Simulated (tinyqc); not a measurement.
# Thermionic-field emission through a Schottky barrier, WKB: what changes with what

Metal on an n-type semiconductor with one parabolic valley; V > 0 is forward bias (metal positive). Energies E are counted from the conduction edge of the neutral semiconductor, whose Fermi level lies at -xi; that of the metal lies at -xi - V. The barrier is a parabola of height Vd = phi - xi - V (depletion approximation, no image force).

Parameters, values chosen for the exercise; band and dielectric values close to those of indium phosphide: temperature T = 350 K; electron mass me = 0.0812 m0; relative permittivity eps_r = 12.5; barrier height seen from the metal phi = 1 eV; donor density Nd = 2.3e19 cm^-3.

Constants: q = 1.602176634e-19 C, kB = 1.380649e-23 J/K, eps0 = 8.8541878128e-12 F/m, hbar = 1.054571817e-34 J s, h = 6.62607015e-34 J s, m0 = 9.1093837015e-31 kg, Vt = kB T/q. Results are converted to the units shown.

Each table varies one quantity; the others keep the values above.

## Contact resistivity against doping

Nc = 2 (2 pi me m0 kB T/h^2)^1.5 (times 1e-6 for cm^-3); Nd = Nc F12(-xi/Vt), F12(x) = (2/sqrt(pi)) int_0^infinity sqrt(u)/(1 + exp(u - x)) du; E00 = (hbar/2) sqrt(Nd/(me m0 eps0 eps_r)) in SI units (volts). For E < Vd, ln T(E) = -(Vd/E00) [sqrt(1 - y) - y ln((1 + sqrt(1 - y))/sqrt(y))], y = E/Vd; T(E) = 1 above. J = A* T (q/kB) int_0^infinity T(E) N(E) dE, N = ln[(1 + exp((-xi - E)/Vt))/(1 + exp((-xi - V - E)/Vt))], A* = 4 pi q me m0 kB^2/h^3 (times 1e-4 for A/(cm^2 K^2)). The integral is converged to the digits shown; the share over the barrier is that of E > Vd, and 0 means below 1e-6 %. The contact resistivity is rho_c = 1/(dJ/dV) at V = 0, where N becomes V f/Vt with f = 1/(1 + exp((E + xi)/Vt)). The last column is the thermionic value Vt exp(phi/Vt)/(A* T^2). By a common rule of thumb, E00/Vt below 0.5 marks thermionic emission, 0.5 to 5 thermionic-field emission and above 5 field emission.

Result of one run:

| Nd (cm^-3) | E00/Vt | rho_c (ohm cm^2) | thermionic rho_c (ohm cm^2) |
|---|---|---|---|
| 2.1e17 | 0.2800 | 5.388e5 | 6.329e6 |

What becomes of these results when the donor density Nd is changed from 2.1e17 to 1.3e19 cm^-3, all else the same?

Result of the changed run:

| Nd (cm^-3) | E00/Vt | rho_c (ohm cm^2) | thermionic rho_c (ohm cm^2) |
|---|---|---|---|
| 1.3e19 | 2.203 | 7.636e-4 | 6.329e6 |

The whole series:

| Nd (cm^-3) | E00/Vt | rho_c (ohm cm^2) | thermionic rho_c (ohm cm^2) |
|---|---|---|---|
| 9.3e16 | 0.1863 | 1.207e6 | 6.329e6 |
| 2.1e17 | 0.2800 | 5.388e5 | 6.329e6 |
| 4.9e17 | 0.4277 | 1.283e5 | 6.329e6 |
| 1.1e18 | 0.6408 | 1.135e4 | 6.329e6 |
| 2.6e18 | 0.9852 | 131.8 | 6.329e6 |
| 5.9e18 | 1.484 | 0.2796 | 6.329e6 |
| 1.3e19 | 2.203 | 7.636e-4 | 6.329e6 |
| 3.1e19 | 3.402 | 5.451e-6 | 6.329e6 |
| 7.1e19 | 5.149 | 2.101e-7 | 6.329e6 |

rho_c falls from 1.21e6 to 2.10e-7 ohm cm^2: 0.19 of the thermionic value in the first row (thermionic emission) and 3.3e-14 of it in the last (field emission). Between the last two rows ln rho_c changes by 0.985 eV for each unit of 1/E00, to be set beside phi = 1 eV of the rule rho_c ~ exp(phi/E00). Even in the first row most of the current tunnels through the thin top of the barrier.

## Contact resistivity against barrier height

Same model as above.

Results:

| phi (eV) | rho_c (ohm cm^2) | thermionic Vt exp(phi/Vt)/(A* T^2) (ohm cm^2) |
|---|---|---|
| 0.15 | 1.283e-8 | 3.646e-6 |
| 0.29 | 3.751e-8 | 3.782e-4 |
| 0.42 | 1.115e-7 | 0.02816 |
| 0.56 | 3.848e-7 | 2.921 |
| 0.83 | 4.752e-6 | 2.256e4 |
| 0.96 | 1.660e-5 | 1.680e6 |
| 1.1 | 6.530e-5 | 1.743e8 |

Estimate the missing row, phi = 0.69 eV.

Computed row:

| phi (eV) | rho_c (ohm cm^2) | thermionic Vt exp(phi/Vt)/(A* T^2) (ohm cm^2) |
|---|---|---|
| 0.69 | 1.269e-6 | 217.5 |

With this row back in the table: rho_c rises from 1.28e-8 to 6.53e-5 ohm cm^2; between the last two rows it grows by a factor e every 102 meV, against E00 coth(E00/Vt) = 88.9 meV and Vt = 30.2 meV for pure emission.

Range of the model: The depletion approximation, a parabolic band and the neglect of image-force lowering make these currents estimates at high doping.

Program tinyqc, `OMP_NUM_THREADS=1 python tinyqc.py 2640014 2640015 out.jsonl`; Intel Xeon 2.30GHz, shared host, one thread, about 0.02 s.
